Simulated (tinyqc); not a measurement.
The window of frequencies: the 3-omega method: a line heater on a substrate with a thin film. Computed by tinyqc, a small Python program. Command: `OMP_NUM_THREADS=1 python tinyqc.py 3015464 3015465 out.jsonl threeomega walk`. One thread of a shared host (Intel(R) Xeon(R) Processor @ 2.30GHz), about 0.01 s of CPU time with the checks.

A current at angular frequency omega = 2 pi f heats the line at 2 omega with the amplitude P per length; the temperature swing Delta T at 2 omega gives a voltage at 3 omega. The substrate is taken as semi-infinite and isotropic, and the heat capacity of heater and film is left out.

Inputs (values chosen for the exercise, modelled on polycrystalline aluminium nitride on gallium arsenide):

| quantity | value | unit |
|---|---|---|
| substrate conductivity kappa | 43.8 | W/(m K) |
| substrate heat capacity C | 1.76 | 1e6 J/(m^3 K) |
| heater half-width b | 16 | micrometre |
| power amplitude per length P | 54 | W/m |
| current frequency f | 3500 | Hz |
| substrate thickness d_s | 300 | micrometre |

Method:
- D = kappa/C; q = sqrt(2 i omega/D); penetration depth 1/|q| = sqrt(D/(2 omega)).
- Delta T_s = (P/(pi kappa)) int_0^infinity (sin x/x)^2 / sqrt(x^2 + (q b)^2) dx with (q b)^2 = i |q b|^2, averaged over the heater width (12 Gauss-Legendre points on each of the pieces 0, 14 log-spaced edges from 1e-5 to 1, and multiples of pi to 40 pi; the tail adds 1/(4 (40 pi)^2)).
- For |q| b much below 1: Delta T_s = (P/(pi kappa)) [-ln(|q| b) + eta - i pi/4], eta = 3/2 - C_E = 0.92278, with Euler's C_E = 0.5772157.
- The slope value uses each f and 2f: kappa = P ln 2/(2 pi [Delta T(f) - Delta T(2f)]).

diffusivity D = 24.8864 mm^2/s

Bare substrate:

| f (Hz) | penetration depth (micrometre) | \|q\| b | in-phase (K) | out-of-phase (K) | narrow-line form (K) | kappa from the slope (W/(m K)) |
|---|---|---|---|---|---|---|
| 0.077 | 5071.4 | 0.0031549 | 2.6221 | -0.30821 | 2.6221 | 43.800 |
| 0.77 | 1603.7 | 0.0099768 | 2.1703 | -0.30818 | 2.1703 | 43.802 |
| 7.7 | 507.14 | 0.031549 | 1.7185 | -0.30793 | 1.7185 | 43.816 |
| 39 | 225.34 | 0.071003 | 1.4004 | -0.30702 | 1.4001 | 43.883 |
| 150 | 114.90 | 0.13925 | 1.1368 | -0.30444 | 1.1358 | 44.116 |
| 770 | 50.714 | 0.31549 | 0.81981 | -0.29411 | 0.81486 | 45.377 |
| 3100 | 25.275 | 0.63303 | 0.56030 | -0.26909 | 0.54157 | 49.810 |
| 15000 | 11.490 | 1.3925 | 0.30632 | -0.20683 | 0.23220 | 69.988 |
| 77000 | 5.0714 | 3.1549 | 0.13826 | -0.11845 | -0.088762 | 146.84 |
| 460000 | 2.0749 | 7.7112 | 0.056526 | -0.053227 | -0.43949 | 359.81 |

What follows from these numbers?

The slope gives kappa within 1 % up to |q| b = 0.14 (f = 150 Hz) among these rows. The penetration depth stays under d_s/5 = 60 micrometre from f = 770 Hz up, so no row meets both conditions: the heater is too wide for this substrate. At high f the flow turns one-dimensional: in-phase and out-of-phase parts become equal in size (ratio 0.94 in the last row) and fall as f^(-1/2) (exponent -0.50).
